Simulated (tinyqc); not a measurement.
From results back to parameters: donor level screened by free carriers (Yukawa potential). Four cases, with inputs chosen for the exercise.

Problem. With Debye screening alone, ks^2 = 4 pi q n/(eps kB T), 1e18/cm^3 = 1e-6/angstrom^3. The converged binding was computed from a hidden density.

Potential -(q/(eps r)) exp(-ks r), q = e^2/(4 pi eps0). In units Ry* = Ry m/eps^2 and a* = a0 eps/m the problem is [-Laplacian - 2 exp(-x r)/r] psi = E psi with x = ks a*.

Converged values use 18 functions exp(-z r), z = 1.55^i, i = -11 to 6: S = 2/A^3, H = z_i z_j S - 2/(A + x)^2, A = z_i + z_j.

Constants: e^2/(4 pi eps0) = 14.39964547 eV angstrom; kB = 8.617333262e-05 eV/K.

Find: x; n.

Method. The binding in Ry* falls steadily with x, so bisection gives x; then n = (x/a*)^2 eps kB T/(4 pi q).

Case 1.

Values chosen (out of a larger set: near those of a donor in Si, with one mean mass; not measured data): eps = 11.8 (dielectric constant); T = 77 K (temperature).

Ry* = 31.562 meV
a* = 19.33 angstrom
binding = 4.5023 meV

Solution.

x = 0.702
n = 0.57 x 1e18/cm^3

Case 2.

Values chosen (out of a larger set: near those of a donor in Si, with one mean mass; not measured data): eps = 12 (dielectric constant); T = 77 K (temperature).

Ry* = 30.140 meV
a* = 19.91 angstrom
binding = 6.7477 meV

Solution.

x = 0.585
n = 0.38 x 1e18/cm^3

Case 3.

Values chosen (out of a larger set: near those of a donor in InP, with one mean mass; not measured data): eps = 12.7 (dielectric constant); T = 77 K (temperature).

Ry* = 6.748 meV
a* = 84.01 angstrom
binding = 2.2525 meV

Solution.

x = 0.461
n = 0.014 x 1e18/cm^3

Case 4.

Values chosen (out of a larger set: near those of a donor in InP, with one mean mass; not measured data): eps = 12.8 (dielectric constant); T = 200 K (temperature).

Ry* = 6.477 meV
a* = 86.84 angstrom
binding = 4.6794 meV

Solution.

x = 0.155
n = 0.0039 x 1e18/cm^3

Computed by tinyqc, one run a case: `OMP_NUM_THREADS=1 python tinyqc.py N N+1 out.jsonl` with N = 1252459, 1252487, 1252520, 1252561; one thread of a shared Intel(R) Xeon(R) Processor @ 2.30GHz, about 0.02 s a run at most.
